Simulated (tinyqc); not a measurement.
Inside a calculation. Model: square on-chip spiral inductor, lumped pi model.

Computed by the program tinyqc: `OMP_NUM_THREADS=1 python tinyqc.py 2302247 2302248 out.jsonl`, one thread of a shared Intel Xeon 2.30GHz, about 0.01 s for the whole run. Printed values are rounded.

Outer diameter do = di + 2 n wd + 2 (n - 1) sp, mean da = (do + di)/2, fill p = (do - di)/(do + di), length l = 4 n da. L = 2.34 mu0 n^2 da/(1 + 2.75 p), mu0 = 4 pi 1e-7 H/m. Rs = rho l/(wd delta (1 - exp(-th/delta))), delta = sqrt(rho/(pi f mu0)). Cs = n wd^2 eps0 eo/hu across the coil. At each end Cox = l wd eps0 eo/(2 ho) leads to the substrate branch Rsi = 2 rs he/(l wd) in parallel with Csi = l wd eps0 11.7/(2 he). With one end grounded Y = 1/(Rs + i w L) + i w Cs + 1/[1/(i w Cox) + 1/(1/Rsi + i w Csi)], w = 2 pi f; Q = -Im Y/Re Y. Eddy currents in neighbouring turns and in the substrate are left out.

Parameters, values chosen for the exercise; values of the order met in silicon radio-frequency processes:
- n = 3.5 (number of turns)
- wd = 8 um (line width)
- sp = 3 um (space between turns)
- di = 40 um (inner diameter)
- th = 3.4 um (metal thickness)
- rho = 2.2 uohm cm (metal resistivity)
- ho = 4.3 um (oxide below the coil)
- hu = 1.5 um (oxide between coil and underpass)
- eo = 3 (relative permittivity of the oxide)
- rs = 20 ohm cm (substrate resistivity)
- he = 30 um (effective spreading depth in the substrate)
- f = 4.7 GHz (frequency)

Constants: eps0 = 8.8541878128e-12 F/m. Results are converted to the units shown.

## Geometry and model elements

do, l, L, delta, Rs, Cs, Cox, Rsi and Csi as defined.

do = 111 um
l = 1057 um
L = 1.18603 nH
delta = 1.08889 um
Rs = 2.79248 ohm
Cs = 3.96668 fF
Cox = 26.1178 fF
Rsi = 1419.11 ohm
Csi = 14.5998 fF

Rs is 3.27 times the direct-current value in this empirical form, which overstates the skin effect of a flat slab when delta is near th and so stands in for some current crowding.

## Admittance, quality factor and apparent inductance

Series branch 1/(Rs + i w L), substrate branch, total Y, Q = -Im Y/Re Y, apparent inductance Im(1/Y)/w, metal-only value w L/Rs, share of the loss in the substrate Re(substrate branch)/Re Y.

series branch = 2.2620-28.3710i mS
substrate branch = 0.215811+0.403027i mS
Y = 2.4778-27.8508i mS
Q = 11.2401
apparent inductance = 1.20631 nH
w L/Rs = 12.5425
share of the loss in the substrate = 8.70980 %

Q is 89.6 % of the metal-only value.
